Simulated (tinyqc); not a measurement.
CMOS inverter, nodal equation and switching: two steps of the calculation.

An n-channel pull-down (bn, VTn) and a p-channel pull-up (bp, VTp) share the input Vin and the output node Vout, which carries the load C. Transistor (EKV form, voltages against the body): I = 2 n b Vt^2 [F(vp - Vs) - F(vp - Vd)] from drain to source, F(v) = ln^2(1 + exp(v/(2 Vt))), vp = (Vg - VT + sg |Vd - Vs|)/n. n-channel bodies are at 0; for the p-channel device all voltages are counted down from Vdd. b in uA/V^2 gives I in uA. Static: In = Ip. Transient: C dVout/dt = Ip - In. No velocity saturation, no gate capacitance beyond C.

Values chosen for this exercise:
```
symbol  value    unit                                  meaning
T         400       K                              temperature
Vdd       0.6       V                           supply voltage
n        1.19                                     slope factor
sg      0.029                   drain-induced barrier lowering
VTn      0.32       V                      n-channel threshold
VTp      0.44       V          p-channel threshold (magnitude)
bn        680  uA/V^2  gain factor of the pull-down transistor
bp        200  uA/V^2    gain factor of the pull-up transistor
C        0.24      fF                         load capacitance
```

Constants: q = 1.602176634e-19 C, kB = 1.380649e-23 J/K, Vt = kB T/q. Results are converted to the units shown.

Task 1. Switching point and noise margins. VM solves In = Ip with Vin = Vout. VIL and VIH are the inputs at which the gain is -1; NML = VIL - Vout(VIH), NMH = Vout(VIL) - VIH.

Wanted: VM; gain at VM; VIL; VIH; NML; NMH.

Result 1.

VM = 0.21280 V
gain at VM = -32.362
VIL = 0.17847 V
VIH = 0.24079 V
NML = 0.15838 V
NMH = 0.33793 V

VM lies 87 mV below Vdd/2, and the high margin is the larger one. With both transistors saturated the size of the gain tends to 1/sg = 34.5; here it is 6.2 % below that.

Task 2. Delays and energy. For a step input the delay to Vdd/2 is tHL = C times the integral of dV/(In - Ip) from Vdd/2 to Vdd at Vin = Vdd, and tLH likewise with Ip - In from 0 to Vdd/2 at Vin = 0. Energy drawn for one full cycle of the output: C Vdd^2. Leakage power: Vdd times the mean of the supply currents at Vin = 0 and Vdd.

Find: tHL; tLH; energy; leakage power.

Result 2.

tHL = 2.8940 ps
tLH = 25.765 ps
energy = 0.086400 fJ
leakage power = 0.35759 nW

Numbers from tinyqc (`OMP_NUM_THREADS=1 python tinyqc.py 2340127 2340128 out.jsonl`; about 0.06 s on one thread of a shared Intel Xeon 2.30GHz).
